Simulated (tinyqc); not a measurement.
## Mobility and doping from two currents

Problem. A trap-free film with injecting contacts is fitted, with diffusion neglected, by J = q mu N V/Lf + (9/8) eps0 eps_r mu V^2/Lf^3. Find mu, N and the voltage at which both terms are equal.

Values chosen for this exercise:
- eps_r = 11.7 (relative permittivity)
- Lf = 1000 nm (film thickness)

Constants: q = 1.602176634e-19 C, eps0 = 8.8541878128e-14 F/cm where lengths are in cm. Results are converted to the units shown.

J at 2.5 and 15 V (A/cm^2): [1.2838324, 16.225219]

Answer. J/V is a straight line in V: the slope gives mu and the intercept mu N.

mu = 0.03900 cm^2/(V s)
N = 6.400e15 cm^-3
crossover voltage = 8.798 V

Program tinyqc, `OMP_NUM_THREADS=1 python tinyqc.py 2730046 2730047 out.jsonl`; Intel Xeon 2.30GHz, shared host, one thread, about 0.06 s.
